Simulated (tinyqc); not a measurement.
Changing the ramp rate: implant damage, amorphisation by cascade overlap, and solid-phase epitaxial regrowth. Computed by tinyqc, a small Python program. Command: `OMP_NUM_THREADS=1 python tinyqc.py 3111013 3111014 out.jsonl sper sweep`. One thread of a shared host (Intel(R) Xeon(R) Processor @ 2.30GHz), about 0.02 s of CPU time with the checks.

Range and width of the damage are inputs. Dynamic annealing enters only through the surviving share f.

Inputs (values chosen for the exercise, modelled on antimony ions in silicon):
```
quantity,value,unit
atomic density N,49.9,1/nm^3
ion Z1,51,-
ion mass M1,121.8,u
target Z2,14,-
target mass M2,28.09,u
ion energy E,190,keV
displacement energy E_d,17,eV
depth of the damage peak R_d,76,nm
width of the damage profile s_d,51,nm
share of defects that survive f,0.96,-
critical displaced share x_c,0.13,-
dose Q,1.6e+15,1/cm^2
regrowth prefactor v0,3.3e+15,nm/s
regrowth energy E_a,2.68,eV
anneal temperature,563,C
rate relative to (100),1,-
peak enhancement by the dopant,5.8,-
```

Constants: a_0 = 0.529177210903 angstrom; e^2/(4 pi eps_0) = 14.39964548 eV angstrom; k_B = 8.617333262e-05 eV/K.

Method:
- Robinson partition: eps = E a M2/(Z1 Z2 (e^2/(4 pi eps_0)) (M1 + M2)), a = 0.8853 a_0/sqrt(Z1^(2/3) + Z2^(2/3)); k = 0.0793 Z1^(2/3) Z2^(1/2) (M1 + M2)^(3/2)/((Z1^(2/3) + Z2^(2/3))^(3/4) M1^(3/2) M2^(1/2)); damage energy T_d = E/(1 + k (eps + 0.40244 eps^(3/4) + 3.4008 eps^(1/6))); displacements nu = 0.8 T_d/(2 E_d).
- Displaced share x(z) = f nu Q exp(-(z - R_d)^2/(2 s_d^2))/(sqrt(2 pi) s_d N); the layer is amorphous where x > x_c, between R_d -/+ s_d sqrt(2 ln(x_max/x_c)), the upper edge being cut at the surface. Threshold dose Q_c = Q x_c/x_max.
- v = v0 x orientation factor x exp(-E_a/(k_B T)) x [1 + (enhancement - 1) exp(-(z - R_d)^2/(2 s_d^2))], T = anneal temperature + 273.15 K; the dopant is taken to follow the damage profile; the lower front moves from the lower edge z2 to the surface, or to the middle (z1 + z2)/2 of a buried layer with upper edge z1; time = int dz/v; the equivalent undoped distance is that time times the undoped velocity.
- On a linear ramp from 200 C regrowth ends at the T_f where int v_undoped dT/(ramp rate) equals the equivalent undoped distance.

One run for each value:
```
ramp rate (K/s),temperature at which regrowth ends (C)
0.1,574.3
0.4,605.8
2,645.3
7,678.6
30,720.3
100,757.6
600,818.3
2000,863.3
10000,929.2
```

Describe and explain the trends.

Over the rows, temperature at which regrowth ends (C) rises from 574 to 929 (exponent d ln y / d ln x 0.039 between the first rows and 0.046 between the last). Each decade of ramp rate adds between 52 and 94 K.

Caution (rows 10000): at such temperatures random nucleation in the amorphous layer can compete with epitaxial regrowth.

Extremes, crossings and ranges named in words are read from the listed rows.
